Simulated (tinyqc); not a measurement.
Field-effect mobility of a thin-film transistor with band-tail and deep states (multiple trapping): one step, computed by the program tinyqc.

A thick film in accumulation at small drain voltage. Only free electrons move; trapped ones still screen the gate. N_c and mu_0 are held fixed when T changes, leaving out the T^(3/2) growth of N_c. x = E_0 - psi is the distance of the Fermi level below the band edge.

Question. Free and trapped densities. F_j(eta) = int_0^infinity x^j/(1 + exp(x - eta)) dx, without a gamma-function factor. Integrals over x = E/(k_B T) use 160 Gauss-Legendre points in u = sqrt(x) from 0 to sqrt(max(eta, 0) + 32). Free n(x) = N_c (2/sqrt(pi)) F_1/2(-x/k_B T), with F_1/2 from its two-term series in exp(-x/k_B T) for x >= 12 k_B T; tail n_t(x) = int_0^1.2eV g_t exp(-E/E_t)/(1 + exp((x - E)/k_B T)) dE, E counted down from the edge, 120 Gauss-Legendre points; space charge rho(psi) = n + n_t less its value at psi = 0.

Inputs (values chosen for the exercise, modelled on polycrystalline silicon):

| quantity | value | unit |
|---|---|---|
| effective density of states N_c | 2.8e+19 | 1/cm^3 |
| tail density at the edge g_t | 1.2e+21 | 1/(eV cm^3) |
| tail width E_t | 45 | meV |
| temperature T | 350 | K |

Deep states: none.

Constants: k_B = 8.617333262e-05 eV/K.

Give: Local densities at x = 0.4, 0.3, 0.2, 0.15, 0.1, 0.05, 0 and -0.05 eV.

Answer.

Local densities at x = 0.4, 0.3, 0.2, 0.15, 0.1, 0.05, 0 and -0.05 eV:

| x (eV) | n (1/cm^3) | n_t (1/cm^3) | n/(n + n_t) |
|---|---|---|---|
| 0.40 | 4.869e+13 | 1.804e+16 | 0.0027 |
| 0.30 | 1.341e+15 | 1.629e+17 | 0.0082 |
| 0.20 | 3.690e+16 | 1.407e+18 | 0.0256 |
| 0.15 | 1.933e+17 | 3.956e+18 | 0.0466 |
| 0.10 | 1.004e+18 | 1.037e+19 | 0.0883 |
| 0.05 | 5.009e+18 | 2.348e+19 | 0.1758 |
| 0.00 | 2.142e+19 | 4.030e+19 | 0.3471 |
| -0.05 | 6.573e+19 | 5.030e+19 | 0.5665 |

E_t/k_B T = 1.49: deep in the tail n_t follows exp(-x/E_t), more slowly than n, so the free share grows as the Fermi level rises.
